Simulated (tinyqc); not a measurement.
# Junction parameters from two forward currents

Problem. D(v) = J1 (exp(v/Vt) - 1) + J2 (exp(v/(2 Vt)) - 1). Find J1, J2 and the voltage 2 Vt ln(J2/J1) near which both parts are equal.

Values chosen for this exercise:
- T = 300 K (temperature)

Constants: q = 1.602176634e-19 C, kB = 1.380649e-23 J/K, Vt = kB T/q. Results are converted to the units shown.

junction voltages (V): [0.29, 0.71]
currents (uA/um): [5.4214391e-7, 0.60246060]

Answer. The current is linear in J1 and J2, so two points give two equations.

J1 = 7.100e-13 uA/um
J2 = 1.800e-9 uA/um
crossover = 0.4053 V

Computed by the program tinyqc: `OMP_NUM_THREADS=1 python tinyqc.py 2182054 2182055 out.jsonl`, one thread of a shared Intel Xeon 2.30GHz, about 0.2 s for the whole run.
